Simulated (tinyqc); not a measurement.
Remanence, coercive field and barrier from the coefficients.

Inverse problem. u = al P^2 + be P^4 - E P (P in uC/cm^2, E in kV/cm, u in mJ/cm^3). Find Pr, the polarisation Pc at which dE/dP = 0, Ec and the barrier u(0) - u(Pr).

al = -9.4794673 kV cm/uC
be = 0.086554668 kV cm^5/uC^3

Answer. Pr^2 = -al/(2 be), Pc^2 = -al/(6 be), Ec = -(4/3) al Pc and the barrier is al^2/(4 be).

Pr = 7.400 uC/cm^2
Pc = 4.272 uC/cm^2
Ec = 54.00 kV/cm
barrier = 259.5 mJ/cm^3

Numbers from tinyqc (`OMP_NUM_THREADS=1 python tinyqc.py 2860055 2860056 out.jsonl`; about 0.07 s on one thread of a shared Intel Xeon 2.30GHz).
